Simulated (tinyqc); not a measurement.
Growth of a silicide layer between metal and silicon: linear-parabolic kinetics, ramp anneals and Kissinger analysis: one step, computed by the program tinyqc.

One compound layer of thickness x grows by diffusion through itself and reaction at an interface, dx/dt = 1/(2x/K + 1/v), until the metal is used up at x = a h.

Problem. Geometry at full reaction. Silicon consumed b h, sheet resistance rho/(final thickness) with 1 micro-ohm cm/nm = 10 ohm; margin to the junction x_j - b h.

Inputs (values chosen for the exercise, modelled on TiSi2):
```
quantity                                value          unit
metal thickness h                          11            nm
silicon consumed per metal thickness b   2.27             -
silicide resistivity                       65  micro-ohm cm
junction depth x_j                         71            nm
```

final thickness = 27.61 nm

Give: silicon consumed; sheet resistance; margin to the junction.

Solution.

silicon consumed = 24.97 nm

sheet resistance = 23.54 ohm/square

margin to the junction = 46.03 nm

The layer takes 35 % of the junction depth; its surface lies 2.64 nm above the original silicon surface.
